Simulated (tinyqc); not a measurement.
# From one set of inputs to another, one input at a time

Model: ion-assisted plasma etching: sheath, surface coverage, synergy and aspect-ratio dependence. Computed by tinyqc, a small Python program. Command: `OMP_NUM_THREADS=1 python tinyqc.py 3016185 3016186 out.jsonl etch ladder`. One thread of a shared host (Intel(R) Xeon(R) Processor @ 2.30GHz), about 0.01 s of CPU time with the checks.

Radicals adsorb on bare sites; ions remove covered sites with a high yield and bare sites by sputtering; a slow spontaneous reaction acts everywhere, walls included.

The inputs printed are set A. Set A is close to those used for silicon in a halogen plasma; the values taken over come from a set close to those used for silicon dioxide in a fluorocarbon plasma. Inputs not listed in the table keep their values of set A, so the rows need not describe a real material.

Inputs (values chosen for the exercise, close to those used for silicon in a halogen plasma):
```
quantity                                value       unit
plasma density n_e                    2.3e+11     1/cm^3
electron temperature T_e                    2         eV
ion mass M_i                               71          u
sheath voltage V                          110          V
radical density n                     2.1e+13     1/cm^3
radical mass M_n                         35.5          u
gas temperature T_g                       600          K
sticking coefficient s                   0.78          -
radicals per removed unit x                 4          -
yield slope b                            0.15  eV^(-1/2)
threshold E_th                             15         eV
sputter slope b_p                       0.029  eV^(-1/2)
sputter threshold E_p                      26         eV
spontaneous reaction probability k_c    4e-05          -
solid density N                         5e+22     1/cm^3
ion temperature T_i                      0.57         eV
```

Feature: round hole.

Constants: e = 1.602176634e-19 C; u = 1.6605390666e-27 kg; k_B = 1.380649e-23 J/K; eps_0 = 8.8541878128e-12 F/m.

Method:
- Bohm speed u_B = sqrt(e T_e/M_i); ion flux G_i = 0.61 n_e u_B; radical flux G_n = n c/4 with c = sqrt(8 k_B T_g/(pi M_n)).
- Debye length lambda_D = sqrt(eps_0 T_e/(e n_s)) with n_s = 0.61 n_e, T_e in volts; Child-law sheath d = (sqrt2/3) lambda_D (2 V/T_e)^(3/4); ion energy E = V + T_e/2; angular spread = arctan(sqrt(T_i/E)).
- Yields: Y = b (sqrt(E) - sqrt(E_th)) on covered sites, Y_p = b_p (sqrt(E) - sqrt(E_p)) on bare ones (zero below threshold).
- Steady coverage: s G_n (1 - theta) = x Y G_i theta; removal flux = Y G_i theta + Y_p G_i (1 - theta) + k_c G_n; rate = flux/N, 1 cm/s = 6e8 nm/min.
- Lateral rate = k_c G_n/N; anisotropy = 1 - lateral/vertical; synergy = vertical/(ions alone + radicals alone), with ions alone Y_p G_i/N and radicals alone the lateral rate.

Each row keeps all changes above it:
```
input moved                       from       to  vertical rate (nm/min)  coverage theta  synergy
set A                                -        -                   213.5          0.7260    4.863
radical density n (1/cm^3)     2.1e+13  8.4e+13                   257.9          0.9138    5.812
plasma density n_e (1/cm^3)    2.3e+11  1.6e+11                   183.6          0.9384    5.913
gas temperature T_g (K)            600      500                   182.6          0.9329    5.892
electron temperature T_e (eV)        2      2.8                   214.4          0.9214    5.842
sticking coefficient s            0.78     0.42                   203.1          0.8632    5.536
ion mass M_i (u)                    71       69                   205.7          0.8615    5.528
yield slope b (eV^(-1/2))         0.15     0.25                   313.6          0.7887    8.427
```

Vertical rate goes from 214 to 314, a factor 1.47 in all. The largest single move comes from yield slope b (a factor 1.52), and plasma density n_e works against it (a factor 0.712). Coverage theta goes from 0.726 to 0.789, a factor 1.09 in all. The largest single move comes from radical density n (a factor 1.26), and yield slope b works against it (a factor 0.915). Synergy goes from 4.86 to 8.43, a factor 1.73 in all. The largest single move comes from yield slope b (a factor 1.52), and sticking coefficient s works against it (a factor 0.948). The single moves hold for this order of the switches; the total does not depend on the order.

Extremes, crossings and ranges named in words are read from the listed rows.
